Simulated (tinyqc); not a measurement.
Shockley-Read-Hall recombination through one deep level: sweeps and comparisons. A value that a table varies takes the place of the one given here.

One level at Et with degeneracy 1: tn = 1/(sn vth Nt), tp = 1/(sp_ vth Nt), n1 = Nc exp((Et - Eg)/kT), p1 = Nv exp(-Et/kT), ni^2 = n1 p1. Equilibrium p0 = Nm, n0 = ni^2/Nm; n = n0 + dn, p = p0 + dn. U = (n p - ni^2)/(tp (n + n1) + tn (p + p1)), lifetime dn/U; emission rates en = sn vth n1, ep = sp_ vth p1.

Constants: kB = 8.617333262e-05 eV/K.

Values chosen for the exercise (gap and densities of states near those of Ge at this temperature; shifted at random, so the results belong to these values and not to a real crystal): E1 = 0.141 eV (level (0/-1) above Ev); E2 = 0.387 eV (level (-1/-2) above Ev); gm = 1 (degeneracy of the middle state, the others 1); T = 400 K; Eg = 0.63 eV (gap); Nc = 1.56e+19 1/cm^3 (conduction-band density of states); Nv = 7.34e+18 1/cm^3 (valence-band density of states); Nd = -3e+14 1/cm^3 (ionised shallow donors minus acceptors); Et = 0.387 eV (recombination level above Ev); Nt = 1e+15 1/cm^3 (defects); sn = 2.9e-15 cm^2 (electron capture cross-section); sp_ = 1.1e-16 cm^2 (hole capture cross-section); vth = 16000000 cm/s (thermal velocity, both carriers); Nm = 4.2e+16 1/cm^3 (equilibrium holes for the lifetime steps); dn = 3.6e+14 1/cm^3 (excess pairs).

## Charge state against the Fermi level (deep level with several charge states)

Energies from Ev. The defect has charge states 0, -1, -2 with weights 1, gm exp((EF - E1)/kT), exp((2 EF - E1 - E2)/kT); the shares are the weights over their sum. Boltzmann carriers: n = Nc exp((EF - Eg)/kT), p = Nv exp(-EF/kT). Neutrality: p - n + Nd + Nt <q> = 0.

Shares:

| EF (eV) | 0 | -1 | -2 | <q> |
|---|---|---|---|---|
| 0.038 | 0.952 | 0.048 | 0.000 | -0.048 |
| 0.088 | 0.823 | 0.177 | 0.000 | -0.177 |
| 0.139 | 0.514 | 0.485 | 0.000 | -0.486 |
| 0.189 | 0.198 | 0.799 | 0.003 | -0.804 |
| 0.239 | 0.054 | 0.933 | 0.013 | -0.958 |
| 0.290 | 0.012 | 0.932 | 0.056 | -1.044 |
| 0.340 | 0.002 | 0.794 | 0.203 | -1.201 |
| 0.391 | 0.000 | 0.471 | 0.529 | -1.528 |
| 0.441 | 0.000 | 0.173 | 0.827 | -1.827 |
| 0.491 | 0.000 | 0.047 | 0.953 | -1.953 |
| 0.542 | 0.000 | 0.011 | 0.989 | -1.989 |
| 0.592 | 0.000 | 0.003 | 0.997 | -1.997 |

Where the levels are several kT apart the middle state rules between about E1 - kT ln gm = 0.141 and E2 + kT ln gm = 0.387 eV; its largest share listed is 0.933. Each step spreads from 10 % to 90 % over 4.4 kT = 0.151 eV.

## Defects against doping (deep level with several charge states)

Nt takes the listed multiples of |Nd|; the resistivity uses mobilities of 1000 (electrons) and 300 (holes) cm^2/(V s), chosen for the exercise, and e = 1.602176634e-19 C.

Neutral state:

| Nt/\|Nd\| | EF (eV) | n (1/cm^3) | p (1/cm^3) | rho (ohm cm) |
|---|---|---|---|---|
| 0.01 | 0.2975 | 1.01e+15 | 1.31e+15 | 4.45 |
| 0.10 | 0.2971 | 9.96e+14 | 1.33e+15 | 4.48 |
| 0.30 | 0.2961 | 9.69e+14 | 1.36e+15 | 4.53 |
| 0.60 | 0.2947 | 9.31e+14 | 1.42e+15 | 4.60 |
| 0.90 | 0.2933 | 8.94e+14 | 1.48e+15 | 4.67 |
| 1.10 | 0.2924 | 8.71e+14 | 1.52e+15 | 4.71 |
| 1.50 | 0.2907 | 8.27e+14 | 1.60e+15 | 4.78 |
| 3.00 | 0.2844 | 6.89e+14 | 1.92e+15 | 4.94 |
| 10.00 | 0.2622 | 3.62e+14 | 3.65e+15 | 4.28 |

EF goes from 0.297 to 0.262 eV and the resistivity from 4.45 to 4.28 ohm cm, with a largest value of 4.94. The largest move of EF, -0.022 eV, comes between Nt/|Nd| = 3 and 10; the levels lie at 0.141 and 0.387 eV. A defect can take up to two electrons but give none, so it adds holes rather than removing them.

## Lifetime against injection

Recombination:

| dn (1/cm^3) | lifetime (microsecond) | U (1/(cm^3 s)) |
|---|---|---|
| 1.0e+11 | 0.2050 | 4.88e+17 |
| 1.0e+12 | 0.2050 | 4.88e+18 |
| 1.0e+13 | 0.2051 | 4.88e+19 |
| 1.0e+14 | 0.2059 | 4.86e+20 |
| 1.0e+15 | 0.2139 | 4.67e+21 |
| 1.0e+16 | 0.2789 | 3.59e+22 |
| 1.0e+17 | 0.4759 | 2.10e+23 |
| 1.0e+18 | 0.5742 | 1.74e+24 |

The lifetime rises from 0.205 to 0.5742 microsecond; tn + tp = 0.5897. At low injection it is tn (1 + p1/p0) + tp n1/p0 with n1/Nm = 0.32 and p1/Nm = 0.0023: re-emission lengthens it to 9.51 times the minority capture time. Auger and radiative paths are left out; they cut in at the highest injections, and in a doped direct-gap crystal the radiative one counts at all injections. dn = dp neglects trapped charge, which matters where the traps hold a charge comparable with dn, at low injection and with very unequal cross sections.

## Where a level does most harm

Et takes the values listed; G = Nt en ep/(en + ep) in a depleted region; the lifetime is for dn = 1e11 1/cm^3.

Results:

| Et (eV) | lifetime (microsecond) | G (1/(cm^3 s)) |
|---|---|---|
| 0.038 | 1.27 | 2.52e+19 |
| 0.088 | 0.315 | 1.07e+20 |
| 0.139 | 0.0888 | 4.70e+20 |
| 0.189 | 0.0382 | 1.94e+21 |
| 0.239 | 0.0281 | 5.10e+21 |
| 0.290 | 0.0338 | 2.66e+21 |
| 0.340 | 0.0690 | 6.69e+20 |
| 0.391 | 0.227 | 1.53e+20 |
| 0.441 | 0.898 | 3.59e+19 |
| 0.491 | 3.76 | 8.41e+18 |
| 0.542 | 16.4 | 1.92e+18 |
| 0.592 | 70.0 | 4.49e+17 |

Generation peaks where en = ep, at Eg/2 + (kT/2) ln(sp_ Nv/(sn Nc)) = 0.246 eV; the largest value listed is at 0.239 eV, and G falls by a decade for each 0.079 eV away from the peak. The lifetime is within a factor 2 of its minimum, 0.0281 microsecond, from 0.189 to 0.290 eV: recombination tolerates a wide range of Et, generation a narrow one.

## What moves lifetime and leakage

G = Nt en ep/(en + ep). Each row changes one parameter from the base and keeps the others.

Results:

| case | lifetime (microsecond) | G (1/(cm^3 s)) |
|---|---|---|
| base | 0.2082 | 1.72e+20 |
| Et = 0.427 eV | 0.6058 | 5.39e+19 |
| sn = 5.8e-15 cm^2 | 0.1975 | 1.72e+20 |
| sp_ = 2.2e-16 cm^2 | 0.1149 | 3.44e+20 |
| Nt = 5e+14 1/cm^3 | 0.4165 | 8.59e+19 |
| Nm = 1.26e+17 1/cm^3 | 0.08409 | 1.72e+20 |
| dn = 1.08e+15 1/cm^3 | 0.2146 | 1.72e+20 |

The largest shifts from the base row, up to three for each result and ties (the steps differ in size, so this ranks the rows, not the parameters). lifetime (microsecond): Et +0.398, Nt +0.208, Nm -0.124. G (1/(cm^3 s)): sp_ +1.72e+20, Et -1.18e+20, Nt -8.59e+19; unchanged at the printed digits by sn, Nm and dn.

Run: tinyqc, `OMP_NUM_THREADS=1 python tinyqc.py 1681402 1681403 out.jsonl`; Intel(R) Xeon(R) Processor @ 2.30GHz, one thread, shared host; about 0.01 s of CPU time with all checks.
